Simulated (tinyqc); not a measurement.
Solute along a frozen bar: binary melting diagram from solution models of liquid and solid. Computed by tinyqc, a small Python program. Command: `OMP_NUM_THREADS=1 python tinyqc.py 3027445 3027446 out.jsonl melt walk`. One thread of a shared host (Intel(R) Xeon(R) Processor @ 2.30GHz), about 0.01 s of CPU time with the checks.

x is the fraction of B. In a phase with interaction L: mu_A = G_A + R T ln(1 - x) + L x^2, mu_B = G_B + R T ln x + L (1 - x)^2. Melting: G(liquid) - G(solid) = H (1 - T/T_m) for each pure component.

Inputs (values chosen for the exercise, modelled on Si-Ge):

| quantity | value | unit |
|---|---|---|
| melting point T_A | 1687 | K |
| melting point T_B | 1211 | K |
| heat of melting H_A | 50.4 | kJ/mol |
| heat of melting H_B | 36.6 | kJ/mol |
| liquid interaction L_L | 7.5 | kJ/mol |
| solid interaction L_S | 3.8 | kJ/mol |
| dilute content c0 of B | 0.027 | - |
| growth number V delta/D | 0.13 | - |

Diagram: complete solid solution (lens).

Constants: R = 8.314462618 J/(mol K).

Method. At T_A, k0 = exp[(dG_B(T_A) + L_L - L_S)/(R T_A)]; van 't Hoff: m_L = -R T_A^2 (1 - k0)/H_A per unit fraction. Burton-Prim-Slichter: k_eff = k0/[k0 + (1 - k0) exp(-V delta/D)]. Freezing range of c0: |m_L| c0 |1 - k0|/k0. For the solid at frozen fraction f, relative to c0. Lever rule: k0/[1 - (1 - k0) f]. Scheil (no diffusion in the solid, mixed liquid): k (1 - f)^(k - 1), with k0 and with k_eff. One zone pass with a zone a tenth of the bar long: 1 - (1 - k0) exp(-10 k0 f).

partition coefficient k0 = 0.466801

effective coefficient k_eff = 0.499252

Ratio c_s/c0:

| f | lever rule | Scheil, k0 | Scheil, k_eff | one zone pass |
|---|---|---|---|---|
| 0.0 | 0.46680 | 0.4668 | 0.4993 | 0.46680 |
| 0.1 | 0.49309 | 0.4938 | 0.5263 | 0.66568 |
| 0.3 | 0.55569 | 0.5646 | 0.5969 | 0.86857 |
| 0.5 | 0.63649 | 0.6755 | 0.7064 | 0.94833 |
| 0.7 | 0.74478 | 0.8870 | 0.9123 | 0.97969 |
| 0.8 | 0.81404 | 1.1011 | 1.1177 | 0.98726 |
| 0.9 | 0.89749 | 1.5934 | 1.5815 | 0.99201 |

What follows from these numbers?

All but the k_eff column start at k0 = 0.467. At f = 0.9 Scheil gives 1.59 against 0.897 for the lever rule, since the solid keeps what it took and the last liquid is richer in B. Scheil passes c0 at f = 0.760. Last over first value: 3.41 with k0 and 3.17 with k_eff, so faster growth gives the more even bar.
